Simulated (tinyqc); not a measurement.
Delay unit and parasitic delay from two ring oscillators.

Inverse problem. A ring of 31 inverters oscillates at 1/(2 x 31 d), with stage delay d = tau (h + p) for fan-out h. Find tau, p and the delay at fan-out 4.

frequencies of 31-stage ring oscillators with fan-out 2 and 4 (GHz): [1.6995819, 1.0521221]

Answer. d is a straight line in h with slope tau and intercept tau p.

tau = 2.920 ps
p = 1.250
delay at fan-out 4 = 15.33 ps

tinyqc, about 0.01 s, one thread, Intel Xeon 2.30GHz (shared host): `OMP_NUM_THREADS=1 python tinyqc.py 2082042 2082043 out.jsonl`
